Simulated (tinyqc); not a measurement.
Thermal boundary conductance by the acoustic and diffuse mismatch models: one step, computed by the program tinyqc. Command: `OMP_NUM_THREADS=1 python tinyqc.py 3023844 3023845 out.jsonl kapitza walk`. One thread of a shared host (Intel(R) Xeon(R) Processor @ 2.30GHz), about 0.01 s of CPU time with the checks.

Each side has one longitudinal and two transverse Debye branches, omega = v q up to q_D = (6 pi^2 n)^(1/3), with n counting all atoms. Scattering at the interface is elastic. Electrons are left out of G, also for metals. Melting is ignored. G refers to the temperatures of the phonons sent towards the interface. Linear branches over all atoms overstate G at high T, most for crystals with several atoms a cell.

Task: Cut-off frequencies and impedances. omega_c = v q_D for each branch, given as hbar omega_c/k_B; impedance Z = rho v.

Inputs (values chosen for the exercise, modelled on diamond (side 1) and gallium arsenide (side 2)):
```
quantity                    value    unit
density rho_1                3.48  g/cm^3
longitudinal velocity vL_1  17500     m/s
transverse velocity vT_1    12900     m/s
atom density n_1              180  1/nm^3
density rho_2                5.46  g/cm^3
longitudinal velocity vL_2   5360     m/s
transverse velocity vT_2     3090     m/s
atom density n_2               44  1/nm^3
```

Structure: film on a substrate.

Constants: hbar = 1.054571817e-34 J s; k_B = 1.380649e-23 J/K.

Give: Branches.

Result:

Branches:
```
branch     v (m/s)  cut-off (K)  Z (1e6 kg/(m^2 s))
L, side 1    17500       2941.7             60.9000
T, side 1    12900       2168.5             44.8920
L, side 2     5360        563.4             29.2656
T, side 2     3090        324.8             16.8714
```
